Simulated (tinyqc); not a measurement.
Inside a calculation. Method: MP2 on RHF in the 3-21g basis, for H3-, spin multiplicity 1. The basis has no diffuse functions, so it cannot describe the extra electron: this is an exercise in the method, not the real anion. One step of it, computed by the program tinyqc.

Problem. Iteration 1: building the Fock matrix. J_ij = sum D_kl (ij|kl), K_ij = sum D_kl (ik|jl); F = H + J - 0.5 K; E = tr D H + tr D J / 2 - 0.25 tr D K + E_nn.

D at the start:
```
,1H 1s,1H 2s,2H 1s,2H 2s,3H 1s,3H 2s
1H 1s,0.282914,0.363860,-0.011100,0.019421,-0.011100,0.019421
1H 2s,0.363860,0.468015,-0.016837,0.021027,-0.016837,0.021027
2H 1s,-0.011100,-0.016837,0.273561,0.390690,-0.011465,0.010849
2H 2s,0.019421,0.021027,0.390690,0.565389,0.010849,0.059194
3H 1s,-0.011100,-0.016837,-0.011465,0.010849,0.273561,0.390690
3H 2s,0.019421,0.021027,0.010849,0.059194,0.390690,0.565389
```

core Hamiltonian H = T + V (hartree):
```
,1H 1s,1H 2s,2H 1s,2H 2s,3H 1s,3H 2s
1H 1s,-1.237824,-1.173525,-0.496916,-0.741547,-0.496916,-0.741547
1H 2s,-1.173525,-1.359284,-0.680285,-0.990536,-0.680285,-0.990536
2H 1s,-0.496916,-0.680285,-0.971391,-1.003793,-0.015182,-0.177994
2H 2s,-0.741547,-0.990536,-1.003793,-1.150118,-0.177994,-0.440184
3H 1s,-0.496916,-0.680285,-0.015182,-0.177994,-0.971391,-1.003793
3H 2s,-0.741547,-0.990536,-0.177994,-0.440184,-1.003793,-1.150118
```

Two-electron integrals (ij|kl) in chemists' order, unique and non-zero (hartree):
```
i,j,k,l,(ij|kl)
1,1,1,1,1.140145
2,1,1,1,0.611403
2,1,2,1,0.345152
2,2,1,1,0.626370
2,2,2,1,0.380329
2,2,2,2,0.482957
3,1,1,1,0.174522
3,1,2,1,0.101378
3,1,2,2,0.116498
3,1,3,1,0.043271
3,2,1,1,0.227221
3,2,2,1,0.140381
3,2,2,2,0.182883
3,2,3,1,0.065341
3,2,3,2,0.118595
3,3,1,1,0.527334
3,3,2,1,0.334093
3,3,2,2,0.457976
3,3,3,1,0.174522
3,3,3,2,0.349948
3,3,3,3,1.140145
4,1,1,1,0.349948
4,1,2,1,0.198746
4,1,2,2,0.221226
4,1,3,1,0.065341
4,1,3,2,0.092837
4,1,3,3,0.227221
4,1,4,1,0.118595
4,2,1,1,0.416060
4,2,2,1,0.255121
4,2,2,2,0.332133
4,2,3,1,0.091856
4,2,3,2,0.156480
4,2,3,3,0.416060
4,2,4,1,0.156480
4,2,4,2,0.253702
4,3,1,1,0.334093
4,3,2,1,0.210245
4,3,2,2,0.287064
4,3,3,1,0.101378
4,3,3,2,0.198746
4,3,3,3,0.611403
4,3,4,1,0.140381
4,3,4,2,0.255121
4,3,4,3,0.345152
4,4,1,1,0.457976
4,4,2,1,0.287064
4,4,2,2,0.396614
4,4,3,1,0.116498
4,4,3,2,0.221226
4,4,3,3,0.626370
4,4,4,1,0.182883
4,4,4,2,0.332133
4,4,4,3,0.380329
4,4,4,4,0.482957
5,1,1,1,0.174522
5,1,2,1,0.101378
5,1,2,2,0.116498
5,1,3,1,0.022408
5,1,3,2,0.031307
5,1,3,3,0.073141
5,1,4,1,0.052758
5,1,4,2,0.067777
5,1,4,3,0.047175
5,1,4,4,0.070908
5,1,5,1,0.043271
5,2,1,1,0.227221
5,2,2,1,0.140381
5,2,2,2,0.182883
5,2,3,1,0.031307
5,2,3,2,0.046527
5,2,3,3,0.110974
5,2,4,1,0.072691
5,2,4,2,0.103276
5,2,4,3,0.071645
5,2,4,4,0.109652
5,2,5,1,0.065341
5,2,5,2,0.118595
5,3,1,1,0.002679
5,3,2,1,0.001470
5,3,2,2,0.001542
5,3,3,1,0.000424
5,3,3,2,0.000563
5,3,3,3,0.001315
5,3,4,1,0.000843
5,3,4,2,0.001027
5,3,4,3,0.000831
5,3,4,4,0.001137
5,3,5,1,0.000424
5,3,5,2,0.000563
5,3,5,3,0.000006
5,4,1,1,0.053416
5,4,2,1,0.032245
5,4,2,2,0.039951
5,4,3,1,0.007295
5,4,3,2,0.010584
5,4,3,3,0.025037
5,4,4,1,0.016855
5,4,4,2,0.023073
5,4,4,3,0.016148
5,4,4,4,0.024451
5,4,5,1,0.014042
5,4,5,2,0.023541
5,4,5,3,0.000131
5,4,5,4,0.004853
5,5,1,1,0.527334
5,5,2,1,0.334093
5,5,2,2,0.457976
5,5,3,1,0.073141
5,5,3,2,0.110974
5,5,3,3,0.266722
5,5,4,1,0.170636
5,5,4,2,0.250646
5,5,4,3,0.172272
5,5,4,4,0.265829
5,5,5,1,0.174522
5,5,5,2,0.349948
5,5,5,3,0.001315
5,5,5,4,0.065958
5,5,5,5,1.140145
6,1,1,1,0.349948
6,1,2,1,0.198746
6,1,2,2,0.221226
6,1,3,1,0.052758
6,1,3,2,0.072691
6,1,3,3,0.170636
6,1,4,1,0.110647
6,1,4,2,0.141271
6,1,4,3,0.108727
6,1,4,4,0.154476
6,1,5,1,0.065341
6,1,5,2,0.092837
6,1,5,3,0.000843
6,1,5,4,0.020924
6,1,5,5,0.227221
6,1,6,1,0.118595
6,2,1,1,0.416060
6,2,2,1,0.255121
6,2,2,2,0.332133
6,2,3,1,0.067777
6,2,3,2,0.103276
6,2,3,3,0.250646
6,2,4,1,0.141271
6,2,4,2,0.208346
6,2,4,3,0.160112
6,2,4,4,0.234879
6,2,5,1,0.091856
6,2,5,2,0.156480
6,2,5,3,0.001027
6,2,5,4,0.032629
6,2,5,5,0.416060
6,2,6,1,0.156480
6,2,6,2,0.253702
6,3,1,1,0.053416
6,3,2,1,0.032245
6,3,2,2,0.039951
6,3,3,1,0.014042
6,3,3,2,0.023541
6,3,3,3,0.065958
6,3,4,1,0.020924
6,3,4,2,0.032629
6,3,4,3,0.038096
6,3,4,4,0.043652
6,3,5,1,0.007295
6,3,5,2,0.010584
6,3,5,3,0.000131
6,3,5,4,0.002430
6,3,5,5,0.025037
6,3,6,1,0.016855
6,3,6,2,0.023073
6,3,6,3,0.004853
6,4,1,1,0.172848
6,4,2,1,0.104952
6,4,2,2,0.133273
6,4,3,1,0.032148
6,4,3,2,0.050467
6,4,3,3,0.126379
6,4,4,1,0.061048
6,4,4,2,0.091653
6,4,4,3,0.079216
6,4,4,4,0.109446
6,4,5,1,0.032148
6,4,5,2,0.050467
6,4,5,3,0.000425
6,4,5,4,0.011025
6,4,5,5,0.126379
6,4,6,1,0.061048
6,4,6,2,0.091653
6,4,6,3,0.011025
6,4,6,4,0.036777
6,5,1,1,0.334093
6,5,2,1,0.210245
6,5,2,2,0.287064
6,5,3,1,0.047175
6,5,3,2,0.071645
6,5,3,3,0.172272
6,5,4,1,0.108727
6,5,4,2,0.160112
6,5,4,3,0.111256
6,5,4,4,0.171280
6,5,5,1,0.101378
6,5,5,2,0.198746
6,5,5,3,0.000831
6,5,5,4,0.038096
6,5,5,5,0.611403
6,5,6,1,0.140381
6,5,6,2,0.255121
6,5,6,3,0.016148
6,5,6,4,0.079216
6,5,6,5,0.345152
6,6,1,1,0.457976
6,6,2,1,0.287064
6,6,2,2,0.396614
6,6,3,1,0.070908
6,6,3,2,0.109652
6,6,3,3,0.265829
6,6,4,1,0.154476
6,6,4,2,0.234879
6,6,4,3,0.171280
6,6,4,4,0.260522
6,6,5,1,0.116498
6,6,5,2,0.221226
6,6,5,3,0.001137
6,6,5,4,0.043652
6,6,5,5,0.626370
6,6,6,1,0.182883
6,6,6,2,0.332133
6,6,6,3,0.024451
6,6,6,4,0.109446
6,6,6,5,0.380329
6,6,6,6,0.482957
```

nuclear repulsion = 1.33361192 hartree

Give: Coulomb J; exchange K; Fock matrix F; total energy of this density.

Solution.

Coulomb J (hartree):
```
,1H 1s,1H 2s,2H 1s,2H 2s,3H 1s,3H 2s
1H 1s,2.451,1.475,0.478,0.863,0.478,0.863
1H 2s,1.475,1.873,0.793,1.317,0.793,1.317
2H 1s,0.478,0.793,2.148,1.290,0.006,0.167
2H 2s,0.863,1.317,1.290,1.656,0.167,0.517
3H 1s,0.478,0.793,0.006,0.167,2.148,1.290
3H 2s,0.863,1.317,0.167,0.517,1.290,1.656
```

exchange K (hartree):
```
,1H 1s,1H 2s,2H 1s,2H 2s,3H 1s,3H 2s
1H 1s,1.233,1.109,0.517,0.766,0.517,0.766
1H 2s,1.109,1.254,0.724,0.946,0.724,0.946
2H 1s,0.517,0.724,1.107,0.941,0.098,0.278
2H 2s,0.766,0.946,0.941,0.991,0.278,0.505
3H 1s,0.517,0.724,0.098,0.278,1.107,0.941
3H 2s,0.766,0.946,0.278,0.505,0.941,0.991
```

Fock matrix F (hartree):
```
,1H 1s,1H 2s,2H 1s,2H 2s,3H 1s,3H 2s
1H 1s,0.597,-0.253,-0.277,-0.262,-0.277,-0.262
1H 2s,-0.253,-0.114,-0.250,-0.147,-0.250,-0.147
2H 1s,-0.277,-0.250,0.623,-0.184,-0.058,-0.151
2H 2s,-0.262,-0.147,-0.184,0.010,-0.151,-0.176
3H 1s,-0.277,-0.250,-0.058,-0.151,0.623,-0.184
3H 2s,-0.262,-0.147,-0.151,-0.176,-0.184,0.010
```

total energy of this density = -1.36995 hartree

This density is the starting one; it is not idempotent, so its energy is not variational and may lie below the converged one.
